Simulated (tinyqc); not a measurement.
Worked calculation: averaged masses of warped heavy- and light-hole bands. Values are carried at full precision from step to step, so a last printed digit may differ when a step is redone from the rounded ones.

Constants: Ry = 13.60569312 eV; a0 (Bohr radius) = 0.5291772105 angstrom; kB = 8.617333262e-05 eV/K; hbar^2/2m0 = 3.80998211 eV angstrom^2.

Values chosen for the exercise (near those of InP; the results hold for these values, not for the real material):
- g1 = 5.03 (Luttinger gamma1)
- g2 = 1.6 (gamma2)
- g3 = 2.09 (gamma3)
- eps = 12.33 (dielectric constant)
- mso = 0.213 m0 (split-off mass)
- Dso = 0.105 eV (spin-orbit splitting)
- T = 300 K (temperature)

## Other forms of the parameters

Dresselhaus-Kip-Kittel form E = c [A k^2 -/+ sqrt(B^2 k^4 + C^2 (kx^2 ky^2 + ky^2 kz^2 + kz^2 kx^2))] with A = g1, B = 2 g2, C^2 = 12 (g3^2 - g2^2). Spherical form: mu = (6 g3 + 4 g2)/(5 g1), delta = (g3 - g2)/g1, masses 1/(g1 (1 -/+ mu)). Effective rydberg R* = Ry/(g1 eps^2) and radius a* = a0 g1 eps.

A, B, |C|: 5.030  3.200  4.658

mu, delta: 0.7531  0.0974

spherical masses, heavy and light (m0): 0.8052  0.1134

R* = 17.79 meV
a* = 32.8 angstrom

delta/mu = 0.13 measures the warping against the spherical splitting.

## Masses along six directions

Four-band hole energies E = c k^2 f(u), c = hbar^2/2m0, f = g1 -/+ 2 sqrt(g2^2 + 3 (g3^2 - g2^2) s), s = ux^2 uy^2 + uy^2 uz^2 + uz^2 ux^2 for the unit vector u; minus for heavy, plus for light holes; the mass along u is 1/f.

Give s and both masses.

Masses (m0):
```
direction,s,heavy,light
[100],0.00000,0.5464,0.1215
[110],0.25000,0.9327,0.1113
[111],0.33333,1.1765,0.1086
[310],0.09000,0.6501,0.1173
[221],0.29630,1.0557,0.1097
[411],0.10185,0.6660,0.1168
```

The heavy mass grows by a factor of 2.15 from [100] to [111] while the light one shrinks by 11 %; 1/m_heavy + 1/m_light = 2 g1 in every direction.

## Density-of-states masses from three directions

m_d^(3/2) is the angular mean of m(u)^(3/2). The rule mean = (10 F[100] + 16 F[110] + 9 F[111])/35 is exact for cubic harmonics up to sixth order. Total m_d = (m_h^(3/2) + m_l^(3/2))^(2/3).

m^(3/2):
```
direction,heavy,light
[100],0.40395,0.04235
[110],0.90073,0.03711
[111],1.27606,0.03578
```

m_d heavy, light (m0): 0.9010  0.1136

total = 0.9277 m0
share of light holes = 4.3 %

## Averages on a grid

Grid: n x n midpoints in cos(theta) from 0 to 1 and phi from 0 to pi/2, equal weights. m_d = <f^(-3/2)>^(2/3). Conductivity mass for one scattering time: 1/m_c = <|w|^2 f^(-5/2)>/<f^(-3/2)> with w = grad_k(k^2 f)/(2 k), that is |w|^2 = f^2 + |angular gradient of f|^2/4.

Use n = 40.

m_d heavy, light (m0): 0.8612  0.1132

m_c heavy, light (m0): 0.7243  0.1128

The three-direction rule differs from the grid by +4.62 % for heavy holes. Warping makes m_c of the heavy holes 16 % smaller than m_d; on a sphere the two are equal.

## Effective density of states

Nv = 2 (kT/(4 pi c))^(3/2) [m_h^(3/2) + m_l^(3/2) + mso^(3/2) exp(-Dso/kT)], c = hbar^2/2m0, parabolic bands, m_h and m_l the density-of-states masses from the grid; 1 angstrom^-3 = 1e24 cm^-3.

prefactor = 2.5094e+19 cm^-3

the three terms: 0.79927  0.03811  0.00169

Nv = 2.106e+19 cm^-3

shares (%): 95.3  4.5  0.2

kT/Dso = 0.25: thermal holes reach energies comparable with Dso, where the four-band form fails and the true Nv is larger.

## Checks

- m_d and m_c of heavy holes for g2 = g3 against 1/(g1 - 2 g3): they agree to 1e-10 or better.
- m_d of heavy holes on grids of 40 and 160: both 0.8612.

Run: tinyqc, `OMP_NUM_THREADS=1 python tinyqc.py 1081576 1081577 out.jsonl`; Intel(R) Xeon(R) Processor @ 2.30GHz, one thread, shared host; about 0.03 s of CPU time with all checks.
